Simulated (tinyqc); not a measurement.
From results back to parameters: effective work function and flat-band voltage of a metal/high-k/SiO2/Si stack with a dipole layer. Five cases, with inputs chosen for the exercise.

Problem. Three stacks with (t1, t2) = (8, 20), (30, 20) and (8, 60) angstrom have the flat-band voltages below. VFB = W0 - (chi + dEF) - 4 pi e2 [Q1 EOT + Q2 x2]/3.9 with x2 = t2 3.9/eps2, EOT = t1 + x2, e2 = e^2/4 pi eps0, 1 cm^-2 = 1e-16 angstrom^-2; W0 is the work function with the dipole step.

Constants: e^2/(4 pi eps0) = 14.39964547 eV angstrom.

Find: Q1; Q2; W0.

Method. The first two stacks differ in t1 alone and give Q1; the first and third give Q1 + Q2; W0 follows from any of them.

Case 1.

Values chosen (out of a larger set: a stack on Si capped with a magnesium-like oxide; not measured data): chi = 4.039 eV (electron affinity of the channel); dEF = 0.743 eV (Ec - EF in the channel); eps = (3.9, 26.1) (their dielectric constants).

VFB (V): -0.6238468  -0.6024110  -0.6232922

Solution.

Q1 = -2.1e+11 e/cm^2
Q2 = 1.9e+11 e/cm^2
W0 = 4.150 eV

Case 2.

Values chosen (out of a larger set: a stack on Si capped with a titanium-like oxide; not measured data): chi = 4.049 eV (electron affinity of the channel); dEF = 0.149 eV (Ec - EF in the channel); eps = (3.9, 24.2) (their dielectric constants).

VFB (V): 0.1976183  0.1516845  0.1967210

Solution.

Q1 = 4.5e+11 e/cm^2
Q2 = -4.2e+11 e/cm^2
W0 = 4.413 eV

Case 3.

Values chosen (out of a larger set: a stack on Si capped with an aluminium-like oxide; not measured data): chi = 4.054 eV (electron affinity of the channel); dEF = 0.79 eV (Ec - EF in the channel); eps = (3.9, 22.9) (their dielectric constants).

VFB (V): 0.2839914  0.2771524  0.2281415

Solution.

Q1 = 6.7e+10 e/cm^2
Q2 = 1.7e+12 e/cm^2
W0 = 5.158 eV

Case 4.

Values chosen (out of a larger set: a stack on Si capped with a lanthanum-like oxide; not measured data): chi = 4.057 eV (electron affinity of the channel); dEF = 0.313 eV (Ec - EF in the channel); eps = (3.9, 21.1) (their dielectric constants).

VFB (V): 0.2588884  0.2027471  0.1782750

Solution.

Q1 = 5.5e+11 e/cm^2
Q2 = 1.8e+12 e/cm^2
W0 = 4.690 eV

Case 5.

Values chosen (out of a larger set: a stack on Si capped with an aluminium-like oxide; not measured data): chi = 4.055 eV (electron affinity of the channel); dEF = 0.348 eV (Ec - EF in the channel); eps = (3.9, 21) (their dielectric constants).

VFB (V): -0.1369380  -0.1424500  -0.1008856

Solution.

Q1 = 5.4e+10 e/cm^2
Q2 = -1.1e+12 e/cm^2
W0 = 4.250 eV

Computed by tinyqc, one run a case: `OMP_NUM_THREADS=1 python tinyqc.py N N+1 out.jsonl` with N = 1850647, 1850679, 1850680, 1850718, 1850720; one thread of a shared Intel(R) Xeon(R) Processor @ 2.30GHz, about 0.01 s a run at most.
